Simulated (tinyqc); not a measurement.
Ways to average over directions: averaged masses of warped heavy- and light-hole bands.

Four-band hole energies E = c k^2 f(u), c = hbar^2/2m0, f = g1 -/+ 2 sqrt(g2^2 + 3 (g3^2 - g2^2) s), s = ux^2 uy^2 + uy^2 uz^2 + uz^2 ux^2 for the unit vector u; minus for heavy, plus for light holes; the mass along u is 1/f.

Grid: n x n midpoints in cos(theta) from 0 to 1 and phi from 0 to pi/2, equal weights. m_d = <f^(-3/2)>^(2/3). Conductivity mass for one scattering time: 1/m_c = <|w|^2 f^(-5/2)>/<f^(-3/2)> with w = grad_k(k^2 f)/(2 k), that is |w|^2 = f^2 + |angular gradient of f|^2/4.

Parameters, chosen for this exercise (out of a larger set: near those of Ge; not measured data):
- g1 = 13.57 (Luttinger gamma1)
- g2 = 4.3 (gamma2)
- g3 = 5.62 (gamma3)

Heavy and light m_d on grids of growing n, against n = 160; also the three-direction rule <F> = (10 F[100] + 16 F[110] + 9 F[111])/35 and the spherical masses 1/(g1 (1 -/+ mu)), mu = (6 g3 + 4 g2)/(5 g1).

Masses (m0):

| method | heavy | light | error heavy (%) | error light (%) |
|---|---|---|---|---|
| grid n = 1 | 0.4226 | 0.0404 | 33.95 | -3.98 |
| grid n = 2 | 0.3218 | 0.0417 | 2.02 | -0.75 |
| grid n = 3 | 0.3188 | 0.0419 | 1.07 | -0.35 |
| grid n = 5 | 0.3165 | 0.0420 | 0.32 | -0.14 |
| grid n = 10 | 0.3157 | 0.0420 | 0.08 | -0.04 |
| grid n = 160 | 0.3155 | 0.0420 | 0.00 | 0.00 |
| three directions | 0.3297 | 0.0422 | 4.51 | 0.28 |
| spherical | 0.2953 | 0.0421 | -6.38 | 0.14 |
| [100] alone | 0.2012 | 0.0451 | -36.22 | 7.30 |

The heavy mass is within 1 % from grid n = 5 on. Three directions err by +4.51 %, the spherical form by -6.38 % and [100] alone by -36.2 %; for light holes the same three err by +0.28, +0.14 and +7.3 %. The power -3/2 weights the heavy directions near [111], which a mean of f misses.

Computed by tinyqc, a small Python program: `OMP_NUM_THREADS=1 python tinyqc.py 1050693 1050694 out.jsonl` (the numbers bound the seed that draws the inputs); one thread of a shared host (Intel(R) Xeon(R) Processor @ 2.30GHz), about 0.02 s for the whole set of steps.
